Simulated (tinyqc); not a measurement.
Shrinking the pitch: stress in a transistor channel from embedded alloy regions, liners and fins, by half-space elasticity. Computed by tinyqc, a small Python program. Command: `OMP_NUM_THREADS=1 python tinyqc.py 3009955 3009956 out.jsonl stressor walk`. One thread of a shared host (Intel(R) Xeon(R) Processor @ 2.30GHz), about 0.01 s of CPU time with the checks.

Plane strain in an isotropic half-space, the same constants everywhere; x along the channel from its centre, y downwards from the free surface; stress is positive in tension.

Inputs (values chosen for the exercise, modelled on silicon):
```
quantity                          value  unit
alloy fraction x                   0.42     -
lattice change per unit x, beta  0.0424     -
Young's modulus E                   167   GPa
Poisson ratio nu                   0.24     -
channel length L                     74    nm
length of each stressor S           145    nm
recess depth d                       30    nm
depth of the field point y          2.4    nm
```

Stressor: Si(1-x)Ge(x) source and drain.

Method:
- Misfit e = beta x. A fully constrained inclusion holds the stress -p with p = E e/(1 - 2 nu); a blanket film would hold -E e/(1 - nu) in the plane.
- A line element dA of misfit at (a, c) in the half-space gives, with C = E e/(2 pi (1 - nu)), X = x - a, r1^2 = X^2 + (y - c)^2, r2^2 = X^2 + Y^2, Y = y + c: s_xx = -C dA {[X^2 - (y - c)^2]/r1^4 + 3 [X^2 - Y^2]/r2^4 + 4 y Y (Y^2 - 3 X^2)/r2^6}, s_yy = C dA {[X^2 - (y - c)^2]/r1^4 - [X^2 - Y^2]/r2^4 + 4 y Y (Y^2 - 3 X^2)/r2^6}. These are integrated over two rectangles, L/2 < |a| < L/2 + S, 0 < c < d (closed form in a, 200 Gauss-Legendre points in c).
- L and S are scaled together at fixed d, then S alone, then L alone.

misfit e = 0.017808

S_xx at the centre (MPa):
```
scale  L and S scaled  S alone  L alone
0.35          -2865.1  -1629.9  -4087.5
0.50          -3020.3  -1931.4  -3690.9
0.70          -2851.9  -2196.6  -3135.1
1.00          -2443.0  -2443.0  -2443.0
1.40          -1967.7  -2636.3  -1798.8
2.00          -1483.7  -2799.5  -1216.0
3.00          -1033.3  -2938.8   -726.2
```

Halving S alone keeps 0.79 of the stress, halving L alone gives 1.51, and halving both 1.24: a shorter channel brings the walls closer, a shorter stressor brings its far wall, which pulls the other way, closer too. Neighbouring devices are left out.
